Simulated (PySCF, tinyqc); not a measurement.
Inside a calculation. Method: RHF in the sto-6g basis, for H4, spin multiplicity 1. The lowest restricted solution is unstable here: a spin-polarised one lies 0.0957 hartree lower (PySCF). One step of it, computed by the program tinyqc.

Question. Iteration 3: building the Fock matrix. J_ij = sum D_kl (ij|kl), K_ij = sum D_kl (ik|jl); F = H + J - 0.5 K; E = tr D H + tr D J / 2 - 0.25 tr D K + E_nn.

D after iteration 2:
```
           1H 1s      2H 1s      3H 1s      4H 1s
1H 1s   0.730396   0.785019  -0.053897  -0.147298
2H 1s   0.785019   0.859255   0.057282  -0.054005
3H 1s  -0.053897   0.057282   0.858794   0.784804
4H 1s  -0.147298  -0.054005   0.784804   0.730410
```

core Hamiltonian H = T + V (hartree):
```
           1H 1s      2H 1s      3H 1s      4H 1s
1H 1s  -1.080415  -0.407842  -0.015277  -0.000758
2H 1s  -0.407842  -1.239532  -0.195813  -0.015307
3H 1s  -0.015277  -0.195813  -1.239717  -0.408481
4H 1s  -0.000758  -0.015307  -0.408481  -1.080687
```

Two-electron integrals (ij|kl) in chemists' order, unique and non-zero (hartree):
```
(11|11) 0.774999   (21|11) 0.138033   (21|21) 0.037639   (22|11) 0.346225
(22|21) 0.138033   (22|22) 0.774999   (31|11) 0.002868   (31|21) 0.000901
(31|22) 0.004119   (31|31) 0.000030   (32|11) 0.026429   (32|21) 0.009802
(32|22) 0.056281   (32|31) 0.000431   (32|32) 0.007428   (33|11) 0.151495
(33|21) 0.050405   (33|22) 0.264309   (33|31) 0.002868   (33|32) 0.056281
(33|33) 0.774999   (41|11) 0.000095   (41|21) 0.000032   (41|22) 0.000157
(41|31) 1.23e-06   (41|32) 0.000019   (41|33) 0.000157   (41|41) 5.59e-08
(42|11) 0.001512   (42|21) 0.000528   (42|22) 0.002874   (42|31) 0.000025
(42|32) 0.000432   (42|33) 0.004127   (42|41) 1.23e-06   (42|42) 0.000030
(43|11) 0.032386   (43|21) 0.010261   (43|22) 0.050486   (43|31) 0.000528
(43|32) 0.009819   (43|33) 0.138272   (43|41) 0.000032   (43|42) 0.000904
(43|43) 0.037756   (44|11) 0.106048   (44|21) 0.032343   (44|22) 0.151538
(44|31) 0.001510   (44|32) 0.026440   (44|33) 0.346433   (44|41) 0.000095
(44|42) 0.002874   (44|43) 0.138272   (44|44) 0.774999
```

nuclear repulsion = 1.38108323 hartree

Give: Coulomb J; exchange K; Fock matrix F; total energy of this density.

Answer.

Coulomb J (hartree):
```
        1H 1s   2H 1s   3H 1s   4H 1s
1H 1s  1.3412  0.3625  0.0115  0.0005
2H 1s  0.3625  1.5581  0.1669  0.0115
3H 1s  0.0115  0.1669  1.5582  0.3631
4H 1s  0.0005  0.0115  0.3631  1.3416
```

exchange K (hartree):
```
         1H 1s   2H 1s   3H 1s    4H 1s
1H 1s   0.8149  0.5202  0.0244  -0.0151
2H 1s   0.5202  0.9221  0.1284   0.0244
3H 1s   0.0244  0.1284  0.9222   0.5207
4H 1s  -0.0151  0.0244  0.5207   0.8153
```

Fock matrix F (hartree):
```
         1H 1s    2H 1s    3H 1s    4H 1s
1H 1s  -0.1467  -0.3055  -0.0160   0.0073
2H 1s  -0.3055  -0.1425  -0.0932  -0.0160
3H 1s  -0.0160  -0.0932  -0.1426  -0.3057
4H 1s   0.0073  -0.0160  -0.3057  -0.1468
```

total energy of this density = -1.837268 hartree
